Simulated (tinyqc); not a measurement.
Equilibrium and kinetic segregation of a solute to boundaries and growing surfaces: one step, computed by the program tinyqc.

Question. Boundary energy. Gibbs adsorption for this isotherm in a dilute matrix: gamma = gamma_0 + Gam_0 [k_B T ln(1 - theta)], Gam_0 = delta/Omega sites per area.

Inputs (values chosen for the exercise, for a model alloy):

| quantity | value | unit |
|---|---|---|
| temperature T | 1100 | K |
| boundary thickness delta | 0.63 | nm |
| atomic volume Omega | 20.7 | angstrom^3 |
| clean boundary energy gamma_0 | 0.62 | J/m^2 |

Isotherm: Langmuir-McLean.

coverage theta = 0.8489325

Constants: 1 eV/angstrom^2 = 16.02176634 J/m^2; k_B = 8.617333262e-05 eV/K.

Give: Gam_0; boundary energy gamma.

Answer.

Gam_0 = 30.43 1/nm^2

boundary energy gamma = -0.2536 J/m^2

gamma comes out negative: the grains would shrink until depletion brings it to zero, unless a compound precipitates first. Caution: gamma nears or passes zero; a compound usually precipitates before that. Caution: near saturation a single segregation energy is a poor picture.
